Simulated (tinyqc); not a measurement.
Thermal, flicker and telegraph noise of a field-effect transistor: one step, computed by the program tinyqc. Command: `OMP_NUM_THREADS=1 python tinyqc.py 3004782 3004783 out.jsonl noise walk`. One thread of a shared host (Intel(R) Xeon(R) Processor @ 2.30GHz), about 0.01 s of CPU time with the checks.

Strong inversion, threshold roll-off and channel-length modulation left out; noise sources are uncorrelated and are given as one-sided spectral densities. The drain voltage is 50 mV.

Task: Operating point. C_ox = 3.9 eps_0/t; I = mu C_ox (W/L) V_ov V_D; g_m = I/V_ov; g_d0 = I/V_D.

Inputs (values chosen for the exercise, modelled on a silicon n-channel):
```
quantity                      value        unit
width W                         200  micrometre
length L                       1900          nm
electrical oxide thickness t    3.5          nm
mobility mu                     130  cm^2/(V s)
overdrive V_ov                 0.37           V
```

Operating region: linear. Flicker model: Hooge.

Constants: eps_0 = 8.8541878128e-12 F/m.

Give: C_ox; drain current I; g_m; g_d0.

Result:

C_ox = 0.98661 microfarad/cm^2

drain current I = 249.77 microampere

g_m = 675.05 microsiemens

g_d0 = 4995.4 microsiemens
